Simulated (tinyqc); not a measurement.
Inside a calculation. Model: free and trapped electrons in a MOS channel with a dense trap tail.

Program tinyqc, `OMP_NUM_THREADS=1 python tinyqc.py 2222081 2222082 out.jsonl`; Intel Xeon 2.30GHz, shared host, one thread, about 0.02 s. Printed values are rounded.

p-type body, charge-sheet picture, full ionisation (an idealisation for deep acceptors), Boltzmann statistics for free electrons. e = Ec - EF at the surface. Acceptor-like traps of density D(E) = D0 + De exp(-E/Ew) at depth E below Ec, from 0 to Eu, hold n_t = integral of D(E)/(1 + exp((e - E)/Vt)). psi = Eg - Vt ln(Nv/Na) - e; N_dep = sqrt(2 eps0 eps_r Na (psi - Vt)/q); n_f = sqrt(N_dep^2 + 2 eps0 eps_r Vt Nc exp(-e/Vt)/q) - N_dep; Vg = Vfb + psi + q (N_dep + n_t + n_f)/Cox, Cox = eps0 eox/tox.

Inputs (values chosen for the exercise); band and dielectric values close to those of 4H silicon carbide:

| symbol | value | unit | meaning |
|---|---|---|---|
| T | 400 | K | temperature |
| Eg | 3.29 | eV | band gap |
| eps_r | 9.73 |  | relative permittivity |
| Nc | 2.66e19 | cm^-3 | conduction-band density of states at T |
| Nv | 3.82e19 | cm^-3 | valence-band density of states at T |
| eox | 3.9 |  | relative permittivity of the insulator |
| tox | 41 | nm | insulator thickness |
| Na | 1.2e16 | cm^-3 | acceptor density |
| Vfb | -2.11 | V | flat-band voltage without trapped charge |
| D0 | 2.5e11 | cm^-2 eV^-1 | constant background density of acceptor-like traps |
| De | 7.3e13 | cm^-2 eV^-1 | density of the tail at the conduction edge |
| Ew | 0.09 | eV | decay energy of the tail |
| Eu | 0.81 | eV | depth below Ec down to which the traps reach |
| mf | 230 | cm^2/(V s) | mobility of free electrons |
| e | 0.171 | eV | Ec - EF at the surface |

Constants: q = 1.602176634e-19 C, kB = 1.380649e-23 J/K, Vt = kB T/q, eps0 = 8.8541878128e-14 F/cm where lengths are in cm. Results are converted to the units shown.

## Trapped charge

Trapezoid rule on 16 equal steps from 0 to Eu, f = 1/(1 + exp((e - E)/Vt)).

```
point	E (eV)	D(E) f (cm^-2 eV^-1)
0	0	5.096479e11
1	0.05062500	1.235824e12
2	0.1012500	2.796207e12
3	0.1518750	5.016531e12
4	0.2025	5.670438e12
5	0.2531250	4.242359e12
6	0.3037500	2.690736e12
7	0.3543750	1.665126e12
8	0.405	1.059763e12
9	0.4556250	7.118846e11
10	0.5062500	5.132485e11
11	0.5568750	4.000064e11
12	0.6075	3.354732e11
13	0.6581250	2.987015e11
14	0.7087500	2.777494e11
15	0.7593750	2.658111e11
16	0.81	2.590089e11
```

n_t = 1.395437e12 cm^-2

With 1600 steps n_t = 1.397e12 cm^-2; the coarse value is 0.14 % below it.

## Charges and gate voltage

psi, N_dep, n_f and Vg as defined, with the n_t given; free share n_f/(n_f + n_t); apparent mobility mf n_f/(n_f + n_t); gate voltage spent on traps q n_t/Cox.

psi = 2.840981 V
N_dep = 6.018173e11 cm^-2
n_f = 5.489431e10 cm^-2
Vg = 4.634801 V
free share = 3.784950 %
apparent mobility = 8.705384 cm^2/(V s)
gate voltage spent on traps = 2.654551 V
